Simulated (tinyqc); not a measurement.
Comparisons within one model: heavy doping: gap narrowing, degeneracy and the minority density. A value that a table varies takes the place of the one given here.

F_j(eta) = (1/Gamma(j + 1)) integral_0^infinity x^j dx/(1 + exp(x - eta)), which tends to exp(eta) for eta << 0.

Empirical narrowing (Slotboom form, constants chosen for the exercise; published fits of this form give the apparent narrowing, here it is taken as the true one): dEg = E0 [ln(N/N0) + sqrt(ln(N/N0)^2 + C)].

Majority: N = Nv F_1/2(eta), eta the distance of EF beyond the majority band edge in kT. Degeneracy factor gam = F_1/2(eta)/exp(eta). ni0^2 = Nc Nv exp(-Eg/kT); product n p = ni0^2 gam exp(dEg/kT), dEg the true narrowing; apparent narrowing dEa = dEg + kT ln gam; minority density = n p/N.

Bipolar transistor with N as emitter doping: beta = K (N/NB) exp((dEa_B + dG - dEa_E)/kT), dEa_E = dEg(N) + kT ln gam, dEa_B = dEg(NB). For the sweep in T, Nv is scaled as (T/T0)^(3/2) from its value at T0 = T.

Constants: kB = 8.617333262e-05 eV/K.

Parameters, chosen for this exercise (gap and densities of states near those of Si at this temperature; narrowing constants near the fits for Si; not measured data):
- Eg = 1.111 eV (gap)
- Nc = 4.18e+19 1/cm^3 (conduction-band density of states)
- Nv = 1.71e+19 1/cm^3 (valence-band density of states)
- T = 400 K
- E0 = 7.73 meV (narrowing scale)
- N0 = 1.4e+17 1/cm^3 (onset density)
- C = 0.5 (smoothing constant)
- N = 2.9e+19 1/cm^3 (ionised acceptors, equal to the majority density)
- NB = 8e+17 1/cm^3 (base doping)
- K = 4.9 (ratio (D_B W_E)/(D_E W_B))
- dG = 120 meV (extra narrowing of the base by alloying)

## Narrowing against degeneracy

N takes the values listed; the last column is N over the factor gam exp(dEg/kT), the doping that a simple model would need to give the same minority density.

Results:
```
N (1/cm^3)    eta      gam  dEg (meV)  dEa (meV)  minority (1/cm^3)  effective doping (1/cm^3)
5.0e+16     -5.83    0.999        1.7        1.7           1.51e+08                   4.76e+16
2.0e+17     -4.44    0.996        8.9        8.7           4.63e+07                   1.55e+17
5.0e+17     -3.52    0.990       21.1       20.7           2.62e+07                   2.74e+17
2.0e+18     -2.10    0.960       41.8       40.4           1.16e+07                   6.19e+17
5.0e+18     -1.13    0.902       55.8       52.3           6.54e+06                   1.10e+18
2.0e+19      0.56    0.666       77.1       63.1           2.24e+06                   3.21e+18
5.0e+19      2.07    0.370       91.2       56.9           7.49e+05                   9.59e+18
1.0e+20      3.69    0.146      101.9       35.6           2.02e+05                   3.56e+19
3.0e+20      8.06  0.00555      118.8      -60.2           4.17e+03                   1.72e+21
```

What can be read from the table?

dEg grows steadily to 118.8 meV, while the apparent value peaks at 63.1 meV for N = 2e+19 and falls to -60.2 meV as the Fermi level enters the band (a negative value is not met in measurements: parabolic bands with a fixed mass overstate the filling). N grows by a factor 40 from the third to the sixth row and the effective doping by 11.7: net of degeneracy, narrowing takes away 71 % of the factor gained by heavier doping.

## Current gain against temperature

Gain:
```
T (K)      beta  beta with dG = 0  without narrowing
150    3.01e+05              27.9                178
200    3.85e+04              36.5                178
250    1.17e+04              44.5                178
300    5.40e+03              52.0                178
350    3.15e+03              58.9                178
400    2.12e+03              65.1                178
450    1.56e+03              70.8                178
```

dEa_B + dG - dEa_E at T0 = 85.4 meV

What does this show, and why?

beta is 3.01e+05 at 150 K and 1.56e+03 at 450 K, since the net exponent is positive: the gap is narrower in the base. At 300 K narrowing and degeneracy change the gain by a factor 0.293 and alloying the base by 104.

## What moves the minority density and the gain

All results formed anew. Each row changes one parameter from the base and keeps the others.

Results:
```
case                  dEg (meV)  dEa (meV)  minority (1/cm^3)      beta
base                      82.82      62.61           1.52e+06  2.12e+03
N = 5.8e+19 1/cm^3        93.49      53.94           5.92e+05  5.44e+03
E0 = 9.276 meV            99.38      79.18           2.46e+06  1.54e+03
N0 = 2.8e+17 1/cm^3       72.15      51.95           1.12e+06  2.15e+03
Eg = 1.131 eV             82.82      62.61           8.53e+05  2.12e+03
Nv = 2.22e+19 1/cm^3      82.82      67.18           2.26e+06  1.85e+03
NB = 1.6e+18 1/cm^3       82.82      62.61           1.52e+06  1.43e+03
```

What does this show?

The largest shifts from the base row, up to three for each result and ties (the steps differ in size, so this ranks the rows, not the parameters). dEg (meV): E0 +16.56, N +10.67, N0 -10.66; unchanged at the printed digits by Eg, Nv and NB. dEa (meV): E0 +16.56, N0 -10.66, N -8.68; unchanged at the printed digits by Eg and NB. minority (1/cm^3): E0 +9.40e+05, N -9.31e+05, Nv +7.34e+05; unchanged at the printed digits by NB. beta: N +3.33e+03, NB -684, E0 -576; unchanged at the printed digits by Eg.

Run: tinyqc, `OMP_NUM_THREADS=1 python tinyqc.py 1681010 1681011 out.jsonl`; Intel(R) Xeon(R) Processor @ 2.30GHz, one thread, shared host; about 0.01 s of CPU time with all checks.
